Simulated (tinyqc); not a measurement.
Band bending at a free surface with a continuum of surface states, surface photovoltage and Kelvin probe: two steps of the calculation.

n-type bulk, xi = Ec - EF = Vt ln(Nc/Nd), p0 = ni^2/Nd, ni = sqrt(Nc Nv) exp(-Eg/(2 Vt)), Eg in volts. b is the upward band bending, u = b/Vt. Space charge per area, in units of q: Qc = sign(b) sqrt((2 eps0 eps_r Vt/q) [(Nd + dn)(exp(-u) - 1) + Nd u + (p0 + dn)(exp(u) - 1)]), with dn the excess density under light (flat quasi-Fermi levels; 0 in the dark). The states hold -Ds (E0 - xi - b): negative while the Fermi level lies above the neutrality level. Neutrality: Qc + Qf + (charge of the states) = 0.

Parameters, values chosen for the exercise; band and dielectric values those of a made-up semiconductor: temperature T = 350 K; band gap Eg = 1.1 eV; relative permittivity eps_r = 11.8; conduction-band density of states at T Nc = 3.7e19 cm^-3; valence-band density of states at T Nv = 2.89e19 cm^-3; electron affinity chi = 4.02 eV; donor density Nd = 7.5e15 cm^-3; work function of the probe tip pt = 4.57 eV; depth of their neutrality level below the conduction edge E0 = 0.46 eV; excess carrier density under light dn = 5.5e11 cm^-3.

Constants: q = 1.602176634e-19 C, kB = 1.380649e-23 J/K, Vt = kB T/q, eps0 = 8.8541878128e-14 F/cm where lengths are in cm. Results are converted to the units shown.

Question 1. Work function and Kelvin-probe reading. Work function chi + xi + b; contact potential difference CPD = (work function of the sample) - pt. Depth of EF below Ec at the surface: xi + b. Depletion width Qc/Nd.

converged b = 0.18404220 V

Wanted: xi + b; Qc; Qc/Nd; work function; CPD.

Answer 1.

xi + b = 0.4405 eV
Qc = 1.227e11 cm^-2
Qc/Nd = 163.6 nm
work function = 4.461 eV
CPD = -109.5 mV

The Fermi level lies 19.5 meV above the neutrality level.

Question 2. Surface photovoltage. Under chopped light the surface charge keeps its dark value, so b falls to bL with Qc(bL, dn) = Qc(b, 0); the photovoltage is b - bL. Qc rises with b, so bL follows by bisection.

converged b = 0.18404220 V

Give: bL; photovoltage; share of b removed; excess holes at the surface, dn exp(bL/Vt).

Answer 2.

bL = 0.18309 V
photovoltage = 0.95512 mV
share of b removed = 0.51897 %
excess holes at the surface, dn exp(bL/Vt) = 2.3807e14 cm^-3

Computed by the program tinyqc: `OMP_NUM_THREADS=1 python tinyqc.py 2430049 2430050 out.jsonl`, one thread of a shared Intel Xeon 2.30GHz, about 0.01 s for the whole run.
